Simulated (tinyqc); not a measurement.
A stack of flat layers between unequal leads with mass mismatch, transfer matrices: one step of the calculation.

One electron of energy E comes from the left lead (band edge 0); no transverse momentum. Parabolic bands, masses in units of m0, C = hbar^2/(2 m0); psi and psi'/m are continuous at every interface. The layers follow each other from left to right, then the right lead.

Question. Matrices of the layers. For the pair (psi, psi'/m) a flat layer has M = [[cos kd, (m/k) sin kd], [-(k/m) sin kd, cos kd]] with k = sqrt(m (E - U)/C) above its edge U, and M = [[cosh Kd, (m/K) sinh Kd], [(K/m) sinh Kd, cosh Kd]] with K = sqrt(m (U - E)/C) below it. M12 is in nm, M21 in 1/nm.

Parameters, values chosen for the exercise; masses and band edges of a made-up stack: band edges of the layers, left to right U = [0.08, 0.02, -0.09, -0.15] eV; masses of the layers m = [0.11, 0.12, 0.047, 0.14] m0; widths of the layers d = [1.1, 0.7, 0.4, 0.9] nm; electron energy E = 0.639 eV.

Constants: q = 1.602176634e-19 C, hbar = 1.054571817e-34 J s, m0 = 9.1093837015e-31 kg, hbar^2/(2 m0) = 0.0380998212 eV nm^2. Results are converted to the units shown.

Give: M of layer 1; M of layer 2; M of layer 3; M of layer 4.

Answer.

M of layer 1:
```
        1        2
1  0.1725  0.08529
2  -11.38   0.1725
```

M of layer 2:
```
        1        2
1  0.5592  0.07125
2  -9.647   0.5592
```

M of layer 3:
```
        1        2
1  0.9289  0.01835
2  -7.471   0.9289
```

M of layer 4:
```
         1        2
1  0.03835  0.08216
2   -12.15  0.03835
```

Range of the model: Masses are held fixed, although real bands cease to be parabolic a few tenths of an eV from their edges (inside a barrier too).

Computed by the program tinyqc: `OMP_NUM_THREADS=1 python tinyqc.py 2560117 2560118 out.jsonl`, one thread of a shared Intel Xeon 2.30GHz, about 0.01 s for the whole run.
